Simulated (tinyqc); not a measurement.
# From one set of inputs to another, one input at a time

Model: size effects in the resistivity of thin metal films and interconnect lines. Computed by tinyqc, a small Python program. Command: `OMP_NUM_THREADS=1 python tinyqc.py 3022657 3022658 out.jsonl size ladder`. One thread of a shared host (Intel(R) Xeon(R) Processor @ 2.30GHz), about 0.01 s of CPU time with the checks.

Electrons lose their drift at surfaces (a share 1 - p of the hits) and at grain boundaries (reflection R), besides bulk scattering.

The inputs printed are set A. Set A is modelled on gold; the values taken over come from a set modelled on platinum. Inputs not listed in the table keep their values of set A, so the rows need not describe a real material.

Inputs (values chosen for the exercise, modelled on gold):

| quantity | value | unit |
|---|---|---|
| bulk resistivity rho_b | 2.28 | microohm cm |
| bulk mean free path lambda | 35.8 | nm |
| specularity p | 0 | - |
| grain-boundary reflection R | 0.2 | - |
| film thickness h | 9.9 | nm |
| grain size over thickness | 0.51 | - |

Geometry: film.

Method:
- D = (ratio) h.
- Mayadas-Shatzkes: alpha = (lambda/D) R/(1 - R); rho_b/rho = 1 - 3 alpha/2 + 3 alpha^2 - 3 alpha^3 ln(1 + 1/alpha).
- Fuchs-Sondheimer film: rho_b/rho = 1 - (3/(2 kappa))(1 - p) int_0^1 (s - s^3)(1 - exp(-kappa/s))/(1 - p exp(-kappa/s)) ds, f = rho/rho_b, kappa = thickness/lambda, 80 Gauss-Legendre points.
- Both together (Mayadas-Shatzkes film): rho_b/rho = (rho_b/rho of the grains alone) - (6/(pi kappa))(1 - p) int_0^(pi/2) dphi int_0^1 ds (cos^2 phi/H^2)(s - s^3)(1 - exp(-kappa H/s))/(1 - p exp(-kappa H/s)), H = 1 + alpha/(cos phi sqrt(1 - s^2)), 40 x 80 Gauss-Legendre points.
- Sheet resistance rho/h; additive estimate rho_b (f_surface + f_grain - 1).

Each row keeps all changes above it:

| input moved | from | to | resistivity rho (microohm cm) | sheet resistance (ohm) | rho/rho_b from surfaces |
|---|---|---|---|---|---|
| set A | - | - | 11.324 | 11.439 | 2.5765 |
| bulk mean free path lambda (nm) | 35.8 | 7.83 | 4.279 | 4.322 | 1.3620 |
| grain-boundary reflection R | 0.2 | 0.47 | 7.252 | 7.325 | 1.3620 |
| bulk resistivity rho_b (microohm cm) | 2.28 | 10.3 | 32.760 | 33.090 | 1.3620 |
| film thickness h (nm) | 9.9 | 14 | 26.271 | 18.765 | 1.2496 |
| grain size over thickness | 0.51 | 0.63 | 23.729 | 16.950 | 1.2496 |

Which inputs carry the difference?

Resistivity rho goes from 11.3 to 23.7, a factor 2.10 in all. The largest single move comes from bulk resistivity rho_b (a factor 4.52), and bulk mean free path lambda works against it (a factor 0.378). Sheet resistance goes from 11.4 to 16.9, a factor 1.48 in all. The largest single move comes from bulk resistivity rho_b (a factor 4.52), and bulk mean free path lambda works against it (a factor 0.378). rho/rho_b from surfaces goes from 2.58 to 1.25, a factor 0.485 in all. The largest single move comes from bulk mean free path lambda (a factor 0.529). The single moves hold for this order of the switches; the total does not depend on the order.

Extremes, crossings and ranges named in words are read from the listed rows.
